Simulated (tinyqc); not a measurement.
Hall effect and magnetoresistance of several carrier groups with constant relaxation times: one step, computed by the program tinyqc. Command: `OMP_NUM_THREADS=1 python tinyqc.py 3001356 3001357 out.jsonl hall2 walk`. One thread of a shared host (Intel(R) Xeon(R) Processor @ 2.30GHz), about 0.01 s of CPU time with the checks.

Group 1 has charge +e and group 2 charge +e; s_i is that sign. B lies along z; mu B is formed with mu in m^2/(V s).

Question. Conductivity of each group. sigma_xx = sum n_i e mu_i/(1 + mu_i^2 B^2); sigma_xy = sum s_i n_i e mu_i^2 B/(1 + mu_i^2 B^2).

Inputs (values chosen for the exercise, for a model conductor):

| quantity | value | unit |
|---|---|---|
| density n1 | 5.9e+16 | 1/cm^3 |
| mobility mu1 | 170000 | cm^2/(V s) |
| density n2 | 9.7e+16 | 1/cm^3 |
| mobility mu2 | 96000 | cm^2/(V s) |
| magnetic field B | 0.46 | T |

Carriers: light and heavy holes. Densities: per volume.

Constants: e = 1.602176634e-19 C.

Give: Parts (S/cm); sigma_xx; sigma_xy; sigma at B = 0.

Answer.

Parts (S/cm):

| group | mu B | sigma_xx | sigma_xy |
|---|---|---|---|
| group 1 | 7.82 | 25.86 | 202.2 |
| group 2 | 4.416 | 72.77 | 321.4 |

sigma_xx = 98.63 S/cm

sigma_xy = 523.6 S/cm

sigma at B = 0 = 3099 S/cm
